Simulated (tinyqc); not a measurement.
Vertical double-diffused power MOSFET, components of the on-resistance: two steps of the calculation.

Stripe cells of pitch Wp + a, two channels a cell. Current flows through the channels, spreads in the accumulation layer, passes the gap between the p bodies and spreads at 45 degrees into the drift layer below them. Low drain voltage, full ionisation.

Inputs (values chosen for the exercise); bulk values close to those of silicon: temperature T = 400 K; relative permittivity eps_r = 12; critical-field constant Kc = 4130 V/cm per (cm^-3)^(1/8); rated breakdown voltage of the drift layer BV = 600 V; drift mobility at 300 K mud = 1250 cm^2/(V s); temperature exponent of the drift mobility bt = 2.1; gate oxide thickness (eps_r 3.9) tox = 46 nm; gate overdrive Vov = 4 V; channel mobility mch = 310 cm^2/(V s); accumulation-layer mobility mac = 480 cm^2/(V s); channel length Lc = 0.9 um; width of the p body in one cell, channels included Wp = 3.2 um; gap between neighbouring p bodies a = 2.2 um; depth of the p body xp = 1.8 um; doping of the gap over the drift doping Nj = 2; built-in voltage of the body junction Vbi = 0.564 V; substrate and contact resistance Rs = 0.5 mohm cm^2.

Constants: q = 1.602176634e-19 C, eps0 = 8.8541878128e-14 F/cm where lengths are in cm. Results are converted to the units shown.

Task 1. Drift layer. Triangular field at breakdown with Ec = Kc N^(1/8): BV = eps0 eps_r Ec^2/(2 q N), so N = (eps0 eps_r Kc^2/(2 q BV))^(4/3); W = 2 BV/Ec; mu = mud (T/300 K)^(-bt); rho = 1/(q mu N); ideal resistance rho W.

Find: N; Ec; W; mu; rho; ideal resistance.

Result 1.

N = 4.2899e14 cm^-3
Ec = 0.27862 MV/cm
W = 43.070 um
mu = 683.19 cm^2/(V s)
rho = 21.296 ohm cm
ideal resistance = 91.722 mohm cm^2

Task 2. Components of the on-resistance. Pitch p = Wp + a, Cox = 3.9 eps0/tox; zero-bias depletion in the gap w0 = sqrt(2 eps0 eps_r Vbi/(q N Nj)), open gap g = a - 2 w0; R_ch = Lc p/(2 mch Cox Vov); R_acc = 0.6 a p/(4 mac Cox Vov), 0.6 being an empirical factor for current leaving the layer along its length; R_gap = (rho/Nj) xp p/g; spreading depth t = min(W, (p - g)/2); R_drift = (rho p/2) ln((g + 2 t)/g) + rho (W - t); R_on = the sum with Rs.

N = 4.2899403e14 cm^-3
W = 43.069992 um
mu = 683.18554 cm^2/(V s)
rho = 21.296081 ohm cm

Give: w0; g; components; R_on; shares.

Result 2.

w0 = 0.9337 um
g = 0.3325 um
components (mohm cm^2): channel 0.2611, accumulation 0.1236, gap 31.12, drift 102.4, substrate 0.5000
R_on = 134.4 mohm cm^2
shares (%): channel 0.19, accumulation 0.09, gap 23.16, drift 76.18, substrate 0.37

The drift term is the largest. R_on is 1.46 times the ideal drift resistance, and spreading raises the drift term to 1.12 times it.

Program tinyqc, `OMP_NUM_THREADS=1 python tinyqc.py 2230057 2230058 out.jsonl`; Intel Xeon 2.30GHz, shared host, one thread, about 0.01 s.
